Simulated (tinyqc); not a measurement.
Arrhenius plot: admittance spectroscopy and thermally stimulated current of one trap level in a depletion layer. Computed by tinyqc, a small Python program. Command: `OMP_NUM_THREADS=1 python tinyqc.py 3113229 3113230 out.jsonl admit walk`. One thread of a shared host (Intel(R) Xeon(R) Processor @ 2.30GHz), about 0.01 s of CPU time with the checks.

A Schottky junction on n-type material holds one donor-like electron trap; shallow donors are fully ionised and abrupt depletion edges are assumed.

Inputs (values chosen for the exercise, modelled on n-type GaAs): density-of-states mass m = 0.0652 m_0; shallow doping N = 4.2e+16 1/cm^3; trap depth E_t below the band = 0.593 eV; capture cross section sigma = 4.5e-16 cm^2; test frequency f = 20000 Hz.

Constants: k_B = 1.380649e-23 J/K; m_0 = 9.1093837015e-31 kg; h = 6.62607015e-34 J s; k_B = 8.617333262e-05 eV/K.

Method:
- N_c = 2 (2 pi m k_B T/h^2)^(3/2), v_th = sqrt(3 k_B T/m), emission rate e_n = sigma v_th N_c exp(-E_t/(k_B T)).
- Where the level crosses the Fermi level capture equals emission, so the trap follows the signal with the rate 2 e_n; G/omega peaks at omega = 2 e_n (the correction for large N_t/N is left out).
- Solve 2 e_n(T_p) = 2 pi f.
- T_p for 0.1, 0.3, 1, 3 and 10 f; least-squares lines of ln(e_n/T^2) and of ln(e_n) against 1/(k_B T), e_n = pi f; sigma = exp(intercept)/(v_th N_c/T^2).

peak temperature T_p = 530.674 K

Peaks:
```
f (Hz)  T_p (K)  1/(k_B T) (1/eV)  ln(e_n/T^2)  ln(e_n)
2000     459.34            25.264      -3.5139    8.746
6000     490.98            23.636      -2.5485    9.844
20000    530.67            21.868      -1.5001   11.048
60000    572.48            20.271      -0.5531   12.147
200000   625.88            18.541       0.4725   13.351
```

depth from e_n/T^2 = 0.593 eV

cross section from the intercept = 4.50e-16 cm^2

depth without the T^2 = 0.68490 eV

What follows from these numbers?

Leaving out T^2 adds 92 meV, near 2 k_B T_p = 91 meV.

Extremes, crossings and ranges named in words are read from the listed rows.
